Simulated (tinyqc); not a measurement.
Thickness of the film: ellipsoidal valleys in the axes of a wafer and a channel.

Valleys with axes a along [111], [1-1-1], [-11-1] and [-1-11], one whole valley each; inverse mass tensor w = 1/mt + (1/ml - 1/mt) a a. Device axes: z = nz/|nz|, x = nx/|nx|, y = z cross x; in them a = (ax, ay, az). Confinement mass mz = 1/w_zz. In the plane w_ij is replaced by u_ij = w_ij - w_iz w_jz/w_zz (i, j = x, y); density-of-states mass md = 1/sqrt(det u); conductivity mass along x mc = 1/u_xx; ballistic transport mass mx = u_yy/det u, width mass my = 1/u_yy.

Hard walls: E_n = c (n pi/t)^2/mz, c = hbar^2/2m0, n = 1, 2, 3. Non-degenerate share of a valley proportional to md sum_n exp(-E_n/kT); mean 1/mc = sum of share/mc. 1 nm = 10 angstrom.

Constants: hbar^2/2m0 = 3.80998211 eV angstrom^2; kB = 8.617333262e-05 eV/K.

Parameters, chosen for this exercise (near those of the L valleys of Ge; shifted at random, so the results belong to these values and not to a real crystal): ml = 1.622 m0 (longitudinal mass); mt = 0.081 m0 (transverse mass); nz = (1, 1, 1) (surface normal (confinement)); nx = (1, -1, 0) (channel direction); T = 400 K (temperature).

Share of the lowest ladder and mean conductivity mass.

Results:

| t (nm) | lowest E1 (meV) | spread of E1 (meV) | share of the lowest ladder | mean mc |
|---|---|---|---|---|
| 2.0 | 58.0 | 980.1 | 1.000 | 0.0810 |
| 3.0 | 25.8 | 435.6 | 1.000 | 0.0810 |
| 4.0 | 14.5 | 245.0 | 0.992 | 0.0813 |
| 5.0 | 9.3 | 156.8 | 0.921 | 0.0841 |
| 7.0 | 4.7 | 80.0 | 0.615 | 0.0990 |
| 10.0 | 2.3 | 39.2 | 0.365 | 0.1157 |
| 14.0 | 1.2 | 20.0 | 0.243 | 0.1260 |

What can be read from this table?

The spread falls as 1/t^2 and passes kT = 34.5 meV between t = 10 and 14 nm; the share of the lowest ladder goes from 1.000 to 0.243 and the mean mass goes from 0.0810 to 0.1260, against 0.1254 for equal shares, the limit of a thick film (the bulk value 3/(1/ml + 2/mt) is 0.1185; the two differ since axes are tilted in the x-z plane and in a quantised film no valley carries current across it; once scattering blurs the subbands the bulk value returns). Three subbands a valley become too few once E3 nears kT.

tinyqc: `OMP_NUM_THREADS=1 python tinyqc.py 1850765 1850766 out.jsonl`; about 0.01 s, one thread, shared Intel(R) Xeon(R) Processor @ 2.30GHz.
